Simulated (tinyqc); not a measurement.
Permeation of metal atoms or ions through a thin barrier or dielectric: time lag, field-aided drift and lifetime: one step, computed by the program tinyqc.

The film 0 < x < d is empty at first; C = C0 at x = 0 and C = 0 at x = d. dC/dt = D d2C/dx2 - v dC/dx with drift v = D z e V/(k_B T d) (uniform field, no space charge).

Question. Dose at time s. Steady flux J = (D C0/d) P/(1 - exp(-P)); time lag in units of d^2/D: s_L = [P (1 + exp(-P))/(1 - exp(-P)) - 2]/P^2 (P = 0: J = D C0/d, s_L = 1/6). Dose through the film Q(s) = C0 d {f (s - s_L) - 2 exp(P/2) sum_(n=1..200) (-1)^n n^2 pi^2 exp(-l_n s)/l_n^2}, l_n = n^2 pi^2 + P^2/4, f = P/(1 - exp(-P)) the relative flux.

Inputs (values chosen for the exercise, for a model case: doubly charged vacancies through an oxide):
```
quantity                               value    unit
thickness d                               98      nm
prefactor D0                             590  cm^2/s
concentration at the source side C0  3.9e+13  1/cm^3
test temperature T                       150       C
time in units of d^2/D, s               0.39       -
```

Peclet number P = 5.100887

time scale d^2/D = 1127.442 s

Give: Q/(C0 d); dose Q; time.

Answer.

Q/(C0 d) = 1.379

dose Q = 5.271e+08 1/cm^2

time = 439.7 s

Caution: a prefactor D0 above about 10 cm^2/s is far larger than atomic jumps allow; it only sets the time scale of the exercise.
